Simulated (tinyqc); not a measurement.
Inside a calculation. Model: field-effect mobility of a thin-film transistor with band-tail and deep states (multiple trapping). Computed by tinyqc, a small Python program that keeps every step. Command: `OMP_NUM_THREADS=1 python tinyqc.py 3022575 3022576 out.jsonl tft walk`. One thread of a shared host (Intel(R) Xeon(R) Processor @ 2.30GHz), about 0.08 s of CPU time with the checks. Intermediate numbers are printed to about 6 digits and carried at full precision; extremes and crossings named in words are read from the listed rows.

A thick film in accumulation at small drain voltage. Only free electrons move; trapped ones still screen the gate. N_c and mu_0 are held fixed when T changes, leaving out the T^(3/2) growth of N_c. x = E_0 - psi is the distance of the Fermi level below the band edge.

Inputs (values chosen for the exercise, modelled on amorphous silicon):
```
quantity                                           value         unit
permittivity eps                                    11.8            -
effective density of states N_c                    2e+20       1/cm^3
band mobility mu_0                                   8.8   cm^2/(V s)
tail density at the edge g_t                       1e+22  1/(eV cm^3)
tail width E_t                                        48          meV
deep-state density g_d                           1.6e+16  1/(eV cm^3)
flat-band Fermi level below the edge, E_0           0.61           eV
equivalent oxide thickness t                         100           nm
surface band bending psi_s as a fraction of E_0     0.89            -
temperature T                                        300            K
```

Deep states: included.

Constants: k_B = 8.617333262e-05 eV/K; e = 1.602176634e-19 C; eps_0 = 8.8541878128e-12 F/m.

## Free and trapped densities

F_j(eta) = int_0^infinity x^j/(1 + exp(x - eta)) dx, without a gamma-function factor. Integrals over x = E/(k_B T) use 160 Gauss-Legendre points in u = sqrt(x) from 0 to sqrt(max(eta, 0) + 32). Free n(x) = N_c (2/sqrt(pi)) F_1/2(-x/k_B T), with F_1/2 from its two-term series in exp(-x/k_B T) for x >= 12 k_B T; tail n_t(x) = int_0^1.2eV g_t exp(-E/E_t)/(1 + exp((x - E)/k_B T)) dE, E counted down from the edge, 120 Gauss-Legendre points; deep charge g_d psi; space charge rho(psi) = n + n_t + g_d psi less its value at psi = 0.

Local densities at x = 0.4, 0.3, 0.2, 0.15, 0.1, 0.05, 0 and -0.05 eV:
```
x (eV)   n (1/cm^3)  n_t (1/cm^3)  n/(n + n_t)
0.40    3.81352e+13   1.96556e+17  1.93979e-04
0.30    1.82495e+15   1.57432e+18  1.15785e-03
0.20    8.73194e+16   1.24401e+19  6.97025e-03
0.15    6.03500e+17   3.42570e+19  1.73119e-02
0.10    4.14877e+18   9.02422e+19  4.39531e-02
0.05    2.75400e+19   2.11121e+20  1.15394e-01
0.00    1.53029e+20   3.72302e+20  2.91301e-01
-0.05   5.45623e+20   4.57641e+20  5.43848e-01
```

E_t/k_B T = 1.86: deep in the tail n_t follows exp(-x/E_t), more slowly than n, so the free share grows as the Fermi level rises.

## One gate voltage

Poisson: F(psi) = sqrt((2 e/(eps eps_0)) int_0^psi rho dpsi'); V_G - V_FB = psi_s + eps F(psi_s) t/3.9; free sheet density N_f = int (n - n(E_0))/F dpsi; induced sheet density N_i = eps eps_0 F(psi_s)/e; trapezoid rule on 301 even points in psi, the first interval left out of N_f. mu_eff = mu_0 N_f/N_i; field-effect mobility mu_FE = mu_0 e (dN_f/dV_G)/C_ox and swing S = dV_G/dlog10(N_f), by a central difference of +/- 2 mV in psi_s; C_ox = 3.9 eps_0/t.

surface field = 1663.15 kV/cm

V_G - V_FB = 50.8638 V

free sheet density N_f = 3.09543e+11 1/cm^2

induced sheet density N_i = 1.08456e+13 1/cm^2

effective mobility mu_eff = 0.251161 cm^2/(V s)

field-effect mobility mu_FE = 0.726633 cm^2/(V s)

swing S = 40070.5 mV/decade

2.9 % of the induced charge is free. mu_FE exceeds mu_eff because the free share is still growing with V_G. The swing is 673.15 times the ideal ln(10) k_B T/e. Caution: the oxide field exceeds 5 MV/cm, near the limit of use.

## Transfer curve

The formulas are those given above.

Against the band bending:
```
psi_s (V)  V_G - V_FB (V)  N_f (1/cm^2)  mu_eff (cm^2/(V s))  mu_FE (cm^2/(V s))  S (mV/decade)
0.21                1.813   2.62629e+07          6.68937e-04         1.60673e-03           1538
0.30                4.451   3.21500e+08          3.16266e-03         8.31759e-03           3636
0.38                9.929   3.06855e+09          1.31211e-02         3.53681e-02           8161
0.44               18.212   1.67516e+10          3.84852e-02         1.05146e-01          14986
0.49               30.158   6.91004e+10          9.50997e-02         2.64723e-01          24554
0.54               49.455   2.85181e+11          2.38042e-01         6.86812e-01          39057
0.58               72.113   8.73399e+11          4.98526e-01         1.49357e+00          55000
0.62              101.987   2.49663e+12          1.00562e+00         2.99668e+00          78342
0.67              149.493   7.33981e+12          2.01370e+00         5.16971e+00         133476
```

The steepest swing among the rows is 1538 mV/decade. mu_eff climbs from 6.7e-4 to 2.0, 23 % of mu_0 in the last row. Between rows 6 and 7 N_f scales as (V_G - V_FB - psi_s)^2.94; an exponential tail holding all the charge would give the larger of 1 and 2 E_t/k_B T - 1, here 2.71, and free charge alone 1; charge in deep states makes the exponent larger and lets it vary with V_G. The last row needs an oxide field above 5 MV/cm, near or beyond breakdown.

Checks made by the program: tail integral against adaptive quadrature (relative difference below 1e-10).
